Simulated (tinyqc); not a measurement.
What each parameter does: band edges of strained Si(1-x)Ge(x) on relaxed Si(1-y)Ge(y).

Values are linear in the Ge fraction but for ED(x) = linear - CD x (1 - x) and a(x) = linear - Ca x (1 - x). Energies are on the common scale of Ev.

Coherent growth on a (111) face: e_par = (a(y) - a(x))/a(x), e_perp = -(2 C11 + 4 C12 - 4 C44)/(C11 + 2 C12 + 4 C44) e_par; exx = eyy = ezz = (2 e_par + e_perp)/3 and exy = eyz = ezx = (e_perp - e_par)/3.

A valley with unit axis u lies at Ev + gap + (av + a_valley) tr(e) + Xu (u.e.u - tr(e)/3); the Delta axes are x, y, z and the L axes [111], [1-1-1], [-11-1], [-1-11]. The second-order shift of the Delta valleys under shear is left out; it lowers the pair normal to the sheared plane by tens of meV at a shear of 1 %.

Valence edges: Ev plus the levels of the 6 x 6 matrix of X, Y, Z times spin with -Dso/3 + l exx + m (eyy + ezz) on the diagonal (cyclic), n exy off it, l = av + 2 b, m = av - b, n = sqrt(3) d. Spin-orbit term (Dso/3) L.sigma on X, Y, Z with (L_k)_ij = -i epsilon_kij: <X+|H|Y+> = -i Dso/3, <X+|H|Z-> = Dso/3, <Y+|H|Z-> = -i Dso/3, <Z+|H|X-> = -Dso/3, <Z+|H|Y-> = i Dso/3, <X-|H|Y-> = i Dso/3, and their conjugates; + and - are the spin along z.

Values chosen for the exercise (end members near Si and Ge, in this order; shifted at random, so the results belong to these values and not to a real crystal): a = (5.423, 5.661) angstrom (lattice constant); Dso = (0.044, 0.291) eV (spin-orbit splitting); av = (2.43, 1.24) eV (valence hydrostatic potential); b = (-2.1, -2.55) eV (tetragonal shear potential); d = (-4.75, -5.31) eV (trigonal shear potential); C11 = (163.4, 129.2) GPa; C12 = (63.9, 47.8) GPa; C44 = (78.5, 66.1) GPa; Ev = (0, 0.69) eV (top of the unstrained valence band); ED = (1.174, 0.925) eV (gap to the Delta valleys); EL = (1.972, 0.738) eV (gap to the L valleys); aD = (1.77, 1.35) eV (hydrostatic potential of the Delta gap); aL = (-2.86, -2.62) eV (hydrostatic potential of the L gap); XuD = (9.39, 9.05) eV (uniaxial potential, Delta); XuL = (16.23, 15.25) eV (uniaxial potential, L); CD = 0.179 eV (bowing of the Delta gap); Ca = 0 angstrom (bowing of the lattice constant); face = 111 (growth face); x = 0.55 (Ge fraction of the layer); y = 0 (Ge fraction of the relaxed buffer).

dEc = Ec(buffer) - Ec(layer), dEv = Ev(layer) - Ev(buffer); buffer edges Ev(y) and Ev(y) + min(ED, EL).

One parameter was then changed.

Results before and after:
```
case     gap (eV)  valence splitting (meV)  dEc (eV)  dEv (eV)
base       0.8380                     92.2   -0.0741    0.4101
changed    0.8256                     92.2   -0.0618    0.4101
```

Which of these changes was made? (a) av = (2.794, 1.426) eV; (b) b = (-2.415, -2.932) eV; (c) Dso = (0.051, 0.335) eV; (d) y = 0.03; (e) C12 = (73.485, 54.97) GPa; (f) CD = 0.229 eV; (g) aD = (2.035, 1.552) eV; (h) x = 0.58.

Answer: (f) CD = 0.229 eV. Of the candidates, run in turn, only this one gives the changed row.

All candidates:
```
case                       gap (eV)  valence splitting (meV)  dEc (eV)  dEv (eV)
base                         0.8380                     92.2   -0.0741    0.4101
x = 0.58                     0.8232                     96.4   -0.0832    0.4340
y = 0.03                     0.8464                     90.5   -0.0729    0.3878
CD = 0.229 eV                0.8256                     92.2   -0.0618    0.4101
b = (-2.415, -2.932) eV      0.8380                     92.2   -0.0741    0.4101
C12 = (73.485, 54.97) GPa    0.8365                     93.1   -0.0778    0.4154
av = (2.794, 1.426) eV       0.8380                     92.2   -0.0642    0.4002
Dso = (0.051, 0.335) eV      0.8380                    101.3   -0.0741    0.4101
aD = (2.035, 1.552) eV       0.8294                     92.2   -0.0655    0.4101
```

The lowest valleys of the layer are Delta6, so among the conduction-band potentials only those of that family reach the gap and dEc; the buffer is unstrained. A shift large enough to swap the lowest family would change that.

(tinyqc, `OMP_NUM_THREADS=1 python tinyqc.py 1051097 1051098 out.jsonl`, Intel(R) Xeon(R) Processor @ 2.30GHz, 1 thread, shared host, about 0.01 s.)
